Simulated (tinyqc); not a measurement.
Surface Green function of a chain with one s and one p orbital a site, Sancho-Rubio decimation: two steps of the calculation.

A semi-infinite lead of cells 0, 1, 2, ... with H0 inside a cell and H1 = <cell i|H|cell i + 1>. H1 = [[-vss, vsp], [-vsp, vpp]]. z = E + i eta.

Values chosen for this exercise:
- E = -2.56 eV (energy)
- eta = 0.05 eV (broadening)

Task 1. Decimation. Start with e_s = e = H0, a = H1, b = H1^dagger. Each round: g = (z - e)^(-1); e_s <- e_s + a g b; e <- e + a g b + b g a; a <- a g a; b <- b g b (all with the old a, b). Round k joins cells 2^k apart.

e_s after round 1 (eV):
```
	s	p
s	-8.9231908-0.3334699i	-5.2479509-0.2256134i
p	-5.2479509-0.2256134i	0.3158924-0.1538116i
```

e after round 1 (eV):
```
	s	p
s	-16.336382-0.666940i	0.000000+0.000000i
p	0.000000+0.000000i	-3.548215-0.307623i
```

a after round 1 (eV):
```
	s	p
s	-6.4411078-0.3262586i	4.0395604+0.2166491i
p	-4.0395604-0.2166491i	2.3619648+0.1426681i
```

b after round 1 (eV):
```
	s	p
s	-6.4411078-0.3262586i	-4.0395604-0.2166491i
p	4.0395604+0.2166491i	2.3619648+0.1426681i
```

Give: g; e_s after round 2; e after round 2; a after round 2; b after round 2.

Result 1.

g (1/eV):
```
	s	p
s	0.0724-0.0038i	0.0000+0.0000i
p	0.0000+0.0000i	0.8947-0.3238i
```

e_s after round 2 (eV):
```
	s	p
s	9.214-3.888i	5.502-2.233i
p	5.502-2.233i	6.692-1.285i
```

e after round 2 (eV):
```
	s	p
s	19.94-7.78i	0.00+0.00i
p	0.00+0.00i	9.20-2.57i
```

a after round 2 (eV):
```
	s	p
s	-12.11+3.85i	6.97-2.20i
p	-6.97+2.20i	4.01-1.26i
```

b after round 2 (eV):
```
	s	p
s	-12.11+3.85i	-6.97+2.20i
p	6.97-2.20i	4.01-1.26i
```

Task 2. Self-energy, Dyson check and densities of states. Sigma = H1 g_s H1^dagger is what the lead adds to one more cell, and (z - H0 - Sigma)^(-1) must give g_s back. Densities of states: -Im of the diagonals over pi.

H0 (eV):
```
	s	p
s	-1.51	0
p	0	4.18
```

H1 (eV):
```
	s	p
s	-2.7	1.81
p	-1.81	2.25
```

converged surface Green function g_s (1/eV):
```
	s	p
s	0.02864722-0.37126428i	0.10011275-0.07667147i
p	0.10011275-0.07667147i	-0.14345497-0.01770179i
```

converged bulk Green function (1/eV):
```
	s	p
s	0.07646763-0.21829740i	0.00000000+0.00000000i
p	0.00000000+0.00000000i	-0.22916749-0.08422138i
```

Wanted: Sigma; (z - H0 - Sigma)^(-1); surface density of states; bulk density of states.

Result 2.

Sigma (eV):
```
	s	p
s	-1.2396-2.0151i	-1.3804-1.1695i
p	-1.3804-1.1695i	-1.4478-0.6814i
```

(z - H0 - Sigma)^(-1) (1/eV):
```
	s	p
s	0.02865-0.37126i	0.10011-0.07667i
p	0.10011-0.07667i	-0.14345-0.01770i
```

```
orbital	surface density of states (1/eV)	bulk density of states (1/eV)
s	0.11818	0.069486
p	0.00563	0.026808
```

Computed by the program tinyqc: `OMP_NUM_THREADS=1 python tinyqc.py 2680019 2680020 out.jsonl`, one thread of a shared Intel Xeon 2.30GHz, about 0.05 s for the whole run.
